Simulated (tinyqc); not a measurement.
Density and mobility of a removed layer (differential Hall).

Inverse problem. For layers in parallel the sheet conductance g = 1/Rs and the product g mu_H (mu_H signed, unit Hall factors) are additive. Find the sheet density and mobility of the layer that was removed, and its share of the conductance.

Constants: q = 1.602176634e-19 C. Results are converted to the units shown.

Rs before and after removing the top layer (ohm/square): 1350.9760  2026.4640
apparent mobility before and after, signed (cm^2/(V s)): 233.33333  280

Answer. The differences give g1 = q n mu and g1 mu = q n mu^2; their ratio is mu and g1^2/(q g1 mu) is n.

sheet density = 1.100e13 cm^-2
mobility = 140.0 cm^2/(V s)
share of the conductance = 33.33 %

Program tinyqc, `OMP_NUM_THREADS=1 python tinyqc.py 2850146 2850147 out.jsonl`; Intel Xeon 2.30GHz, shared host, one thread, about 0.01 s.
